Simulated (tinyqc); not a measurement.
Concentration-dependent dopant diffusion with charged defects and the built-in field: one step, computed by the program tinyqc.

A constant source C_s feeds a half space. The dopant moves through neutral point defects and through charged ones, whose number grows with the majority carrier density n.

Problem. Intrinsic density and partial diffusivities. n_i = 3.87e16 T^1.5 exp(-7014/T) per cm^3 (T in kelvin, an empirical form); each D = prefactor x exp(-E/(k_B T)); the intrinsic diffusivity D_i is their sum. Temperatures in kelvin are T(C) + 273.15.

Inputs (values chosen for the exercise, modelled on boron in silicon):

| quantity | value | unit |
|---|---|---|
| neutral prefactor D0x | 0.0548 | cm^2/s |
| neutral activation energy E0 | 3.49 | eV |
| singly charged prefactor D01 | 0.829 | cm^2/s |
| activation energy E1 | 3.49 | eV |
| temperature T | 950 | C |

Field enhancement: off.

Constants: k_B = 8.617333262e-05 eV/K.

Give: n_i; partial diffusivities; intrinsic diffusivity D_i.

Solution.

n_i = 5.352e+18 1/cm^3

partial diffusivities (cm^2/s): Dx 2.285e-16, D1 3.456e-15

intrinsic diffusivity D_i = 3.685e-15 cm^2/s
